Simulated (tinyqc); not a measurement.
# Thickness of the second layer from the transmission

Problem. A two-layer stack carries the voltage V: F1 = V/(t1 + t2 eps1/eps2), F2 = F1 eps1/eps2; U = phi1 - F1 x in layer 1 and phi2 - F1 t1 - F2 (x - t1) in layer 2. T = exp(-S) at E = 0, C = hbar^2/(2 m0). Each layer adds (2/F) sqrt(m/C) [G(u at its left edge) - G(u at its right edge)] to S, with u = U - E (0 where negative) and G(u) = (2/3) u^1.5. Find t2, known to lie between 0.3 and 6 nm, and F1.

Parameters, values chosen for the exercise:

| symbol | value | unit | meaning |
|---|---|---|---|
| phi1 | 2.16 | eV | barrier of layer 1 above the emitter Fermi level at zero bias |
| m1 | 0.48 | m0 | tunnelling mass of layer 1 |
| t1 | 0.5 | nm | thickness of layer 1 |
| eps1 | 7.55 |  | relative permittivity of layer 1 |
| phi2 | 2.67 | eV | barrier of layer 2 at zero bias |
| m2 | 0.4 | m0 | tunnelling mass of layer 2 |
| eps2 | 8.63 |  | relative permittivity of layer 2 |
| V | 1.6 | V | voltage across the dielectric |

Constants: q = 1.602176634e-19 C, hbar = 1.054571817e-34 J s, m0 = 9.1093837015e-31 kg, hbar^2/(2 m0) = 0.0380998212 eV nm^2. Results are converted to the units shown.

T at E = 0 = 2.8940899e-8

Answer. Over that range S rises steadily with t2, so S = -ln T has one root, found by bisection.

t2 = 1.500 nm
F1 = 8.829 MV/cm

Numbers from tinyqc (`OMP_NUM_THREADS=1 python tinyqc.py 2540153 2540154 out.jsonl`; about 0.06 s on one thread of a shared Intel Xeon 2.30GHz).
